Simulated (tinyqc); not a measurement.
k.p theory built from an empirical-pseudopotential calculation at Gamma, step by step. Values are carried at full precision from step to step, so a last printed digit may differ when a step is redone from the rounded ones.

Empirical pseudopotential on the fcc lattice, atoms at +/- tau, tau = a (1,1,1)/8, no spin-orbit coupling. H(G,G') = c (2 pi/a)^2 |k + G|^2 delta + VS(q) cos(q.tau) + i VA(q) sin(q.tau), q = G - G', c = hbar^2/2m0; k and G in units of 2 pi/a; VS at |q|^2 = 3, 8, 11 and VA at 3, 4, 11, in rydberg, zero elsewhere. The basis is fixed: all 59 G with |G|^2 up to Gcut. Energies are counted from the fourth level at Gamma.

Constants: hbar^2/2m0 = 3.80998211 eV angstrom^2; Ry = 13.60569312 eV.

Parameters, chosen for this exercise (near those of InP; not measured data): a = 5.875 angstrom (lattice constant); VS = (-0.227, 0.011, 0.06) Ry (symmetric form factors); VA = (0.068, 0.049, 0.01) Ry (antisymmetric form factors); Gcut = 12 (2 pi/a)^2 (largest |G|^2 of the fixed basis).

## Levels at Gamma

Diagonalise H at k = 0 and group equal levels.

Multiplets at Gamma:

| multiplet | degeneracy | E (eV) |
|---|---|---|
| 1 | 1 | -11.2183 |
| 2 | 3 | 0.0000 |
| 3 | 1 | 1.6122 |
| 4 | 3 | 4.4568 |
| 5 | 1 | 8.1974 |
| 6 | 2 | 8.3331 |
| 7 | 3 | 12.4915 |
| 8 | 1 | 14.0447 |
| 9 | 3 | 25.3080 |

The lowest empty multiplet is a singlet at 1.612 eV; the lowest empty singlet (s-like) is multiplet 3.

## Mass of the s-like conduction level (multiplet 3)

For a multiplet A of d_A states, W(B) = (4 c/(3 d_A)) sum over n in A, m in B and i = x, y, z of |<n|G_i|m>|^2 (G in 1/angstrom, <n|G_i|m> = sum_G c_n(G)* G_i c_m(G)); the mean inverse mass of A is 1 + sum_B W(B)/(E_A - E_B). Multiplets with W = 0 are left out.

List the couplings (the first eight at most); W to the valence triplet is the Kane energy Ep.

Couplings:

| multiplet B | degeneracy | E_B (eV) | W (eV) | W/(E_A - E_B) |
|---|---|---|---|---|
| 2 | 3 | 0.0000 | 16.7418 | 10.3845 |
| 4 | 3 | 4.4568 | 0.0143 | -0.0050 |
| 7 | 3 | 12.4915 | 0.2039 | -0.0187 |
| 10 | 3 | 25.8647 | 0.3895 | -0.0161 |
| 12 | 3 | 26.5237 | 0.2410 | -0.0097 |
| 15 | 3 | 39.0902 | 0.0221 | -0.0006 |
| 16 | 3 | 39.6049 | 0.0013 | 0.0000 |
| 19 | 3 | 40.2690 | 0.0199 | -0.0005 |

sum over the higher multiplets = -0.0014
1/m = 11.3324

Ep = 16.74 eV. The valence triplet gives 10.38, all other levels together -0.05; m = 0.0882, against 0.0878 for two levels alone.

## Valence parameters

Fold all other levels onto the valence triplet: D(u) = c + 4 c^2 sum_m <n|u.G|m><m|u.G|n'>/(0 - E_m), in units of c. Along [100] its eigenvalues are L (once) and M (twice); along [111] (L + 2M + 2N)/3 (once) and (L + 2M - N)/3 (twice). Then g1 = -(L + 2M)/3, g2 = -(L - M)/6, g3 = -N/6.

eigenvalues along [100]: -10.843  -1.937  -1.937

eigenvalues along [111]: -13.064  -0.827  -0.827

L, M, N: -10.843  -1.937  -12.237

g1, g2, g3: 4.906  1.484  2.039

With spin-orbit coupling added at fixed g1, g2, g3 and large against the hole energy these give heavy and light masses along [100] of 0.516 and 0.127. The s-like level alone adds Ep/(3E) = 3.46 to g1. Local form factors fix Ep and the gap only roughly, so these values can lie far from measured ones.

## Checks

- 1/m of the s-like level from the sum against the curvature of the band: both 11.33.
- L and M against the curvatures along [100]: largest relative difference 1.2e-06.

tinyqc: `OMP_NUM_THREADS=1 python tinyqc.py 1081462 1081463 out.jsonl`; about 0.3 s, one thread, shared Intel(R) Xeon(R) Processor @ 2.30GHz.
